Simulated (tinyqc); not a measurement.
AlGaN/GaN HEMT with access regions, lumped model: one step of the calculation.

A polarisation-induced electron sheet under a Schottky gate, in series with two ungated access regions and contacts. Drift law v = mu E/(1 + mu E/vs) under the gate. Currents in mA/mm, resistances in ohm mm. No self-heating, no channel-length modulation; fits for polarisation, barrier and offset are chosen for the exercise.

Question. On-resistance and breakdown. sigma = (5e13 x + 1.6e13 x^2) cm^-2, phiB = 0.84 + 1.3 x, dEc = 0.7 (1.71 x + x^2) in volts, Cb = eps0 eps_r/d, VT = phiB - dEc - q sigma/Cb, access density n0 = -Cb VT/q. Ron = 2 Rc + Ls/(q mu n0) + Ld/(q mu (1 - ft) n0) + Lg/(mu Cb (Vg - VT)). Off state: a depleted stretch that holds the voltage V has the peak field sqrt(k V), k = 2 q n0/(eps0 eps_r te), so one edge holds V1 = Ec^2/k. The sheet under the plate pinches off at Vf = q n0 (1/Cb + tf/(eps0 ei)); beyond it the gate edge is screened. BV = V1 if Vf >= V1, else Vf + V1, and at most Ec Ld. Specific resistance Ron (Ls + Lg + Ld); figure of merit BV^2 over it.

Inputs (values chosen for the exercise); values close to those of AlGaN/GaN structures:

| symbol | value | unit | meaning |
|---|---|---|---|
| x | 0.31 |  | aluminium share of the barrier |
| d | 18 | nm | barrier thickness |
| eps_r | 9.6 |  | relative permittivity of barrier and channel |
| mu | 1300 | cm^2/(V s) | channel mobility |
| vs | 1.5e7 | cm/s | saturation velocity |
| Lg | 0.5 | um | gate length |
| Ls | 2 | um | source access length |
| Ld | 2 | um | drain access length |
| Rc | 0.29 | ohm mm | resistance of each contact |
| ft | 0 |  | share of the drain-access electrons removed by traps |
| Vg | -1 | V | gate voltage |
| Ec | 3.3 | MV/cm | critical field |
| te | 0.43 | um | depth over which the depleted charge spreads |
| tf | 300 | nm | insulator under the field plate |
| ei | 3.9 |  | relative permittivity of that insulator |

Constants: q = 1.602176634e-19 C, eps0 = 8.8541878128e-14 F/cm where lengths are in cm. Results are converted to the units shown.

Wanted: Ron; Vf; V1; BV; specific resistance; figure of merit.

Answer.

Ron = 2.094 ohm mm
Vf = 209.1 V
V1 = 84.70 V
BV = 84.70 V
specific resistance = 0.09424 mohm cm^2
figure of merit = 76.12 MW/cm^2

The plate pinches off too late to screen the gate edge, so it adds nothing.

Computed by the program tinyqc: `OMP_NUM_THREADS=1 python tinyqc.py 2570152 2570153 out.jsonl`, one thread of a shared Intel Xeon 2.30GHz, about 0.03 s for the whole run.
